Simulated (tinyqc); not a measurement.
Propagation of a band-gap error through k.p and effective-mass formulas: one step. Far from the edge the relative error shrinks.

Constants: hbar^2/2m0 = 3.80998211 eV angstrom^2.

Values chosen for the exercise (reference values near those of InSb, gap at low temperature; not measured data): Eg = 0.231 eV (gap at Gamma to the s-like level); Eg2 = 0.076 eV (a wrong gap); Ep = 23.4 eV (Kane energy); k = 0.038 1/angstrom (wave vector).

Task: Two-level dispersion E(k) = sqrt(E^2/4 + Ep c k^2) - E/2 at k/4, k, 4k for both gaps, c = hbar^2/2m0.

Give: Energies above the edge.

Result:

Energies above the edge:
```
k (1/angstrom)  at Eg (eV)  at Eg2 (eV)  ratio
0.00950             0.0307       0.0594  1.933
0.03800             0.2614       0.3228  1.235
0.15200             1.3243       1.3977  1.055
```

The ratio tends to Eg/Eg2 = 3.04 at k = 0 and goes from 1.933 to 1.055: at large k both curves approach the same slope sqrt(Ep c), while their distance in eV grows towards |Eg - Eg2|/2.

Computed by tinyqc, a small Python program: `OMP_NUM_THREADS=1 python tinyqc.py 1881128 1881129 out.jsonl` (the numbers bound the seed that draws the inputs); one thread of a shared host (Intel(R) Xeon(R) Processor @ 2.30GHz), about 0.01 s for the whole set of steps.
